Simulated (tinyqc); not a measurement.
Electron mobility in a silicon inversion layer, empirical terms and Matthiessen rule: effect of the inversion density.

Inversion layer of sheet density Ns on a uniformly doped body. The mobility terms are empirical power laws with prefactors chosen for the exercise; adding their inverses (Matthiessen) is itself an approximation.

ni = sqrt(Nc Nv) exp(-Eg/(2 Vt)), Eg in volts; Ndep = sqrt(2 eps0 eps_r Nb (2 Vt ln(Nb/ni) + Vsb)/q); E = q (Ndep + eta Ns)/(eps0 eps_r), in MV/cm. With t = T/(300 K): muC = Ac (Ns/1e12 cm^-2) t/(Nb/1e17 cm^-3 + Nit/1e11 cm^-2), muP = Ap E^(-1/3) t^(-1.75), muS = As E^(-gs); 1/mu is the sum of the inverses.

Values chosen for this exercise; material values close to those of silicon:
- T = 325 K (temperature)
- Eg = 1.11 eV (band gap)
- eps_r = 11.5 (relative permittivity of the semiconductor)
- Nc = 3.21e19 cm^-3 (conduction-band density of states at T)
- Nv = 3e19 cm^-3 (valence-band density of states at T)
- Nb = 2.5e17 cm^-3 (body doping)
- Vsb = 0 V (reverse body bias)
- eta = 0.5 (weight of the inversion charge in the effective field)
- Ap = 404 cm^2/(V s) (phonon-limited mobility at 1 MV/cm and 300 K)
- As = 779 cm^2/(V s) (roughness-limited mobility at 1 MV/cm)
- gs = 2 (exponent of the roughness term)
- Ac = 2000 cm^2/(V s) (Coulomb prefactor)
- Nit = 4.4e10 cm^-2 (charge at the interface)

Constants: q = 1.602176634e-19 C, kB = 1.380649e-23 J/K, Vt = kB T/q, eps0 = 8.8541878128e-14 F/cm where lengths are in cm. Results are converted to the units shown.

Effect of the inversion density:
```
Ns (cm^-2)  E (MV/cm)  muC (cm^2/(V s))  muP (cm^2/(V s))  muS (cm^2/(V s))  mu (cm^2/(V s))
2e11           0.2728             147.4             541.5           1.047e4            114.6
3.6e11         0.2854             265.3             533.4              9565            174.0
6.3e11         0.3066             464.3             520.8              8285            238.4
1.1e12         0.3436             810.7             501.4              6598            295.9
2e12           0.4144              1474             471.1              4536            330.9
3.6e12         0.5403              2653             431.2              2669            325.6
6.3e12         0.7527              4643             386.1              1375            283.1
1.1e13          1.122              8107             337.9             618.3            212.8
2e13            1.831           1.474e4             287.1             232.5            127.3
```

What does the table show?

As Ns goes from 2e11 to 2e13 cm^-2, E rises from 0.273 to 1.83 MV/cm and mu goes from 115 through a maximum of 331 (at Ns = 2e12 cm^-2 among the rows listed) to 127 cm^2/(V s). The smallest term is the Coulomb one in the first row and the roughness one in the last. Screening lifts the Coulomb term as Ns grows while the field presses the carriers to the interface, hence the maximum. At Ns = 2e13 cm^-2 E passes 1.5 MV/cm, beyond the usual range of such laws.

Numbers from tinyqc (`OMP_NUM_THREADS=1 python tinyqc.py 2510030 2510031 out.jsonl`; about 0.01 s on one thread of a shared Intel Xeon 2.30GHz).
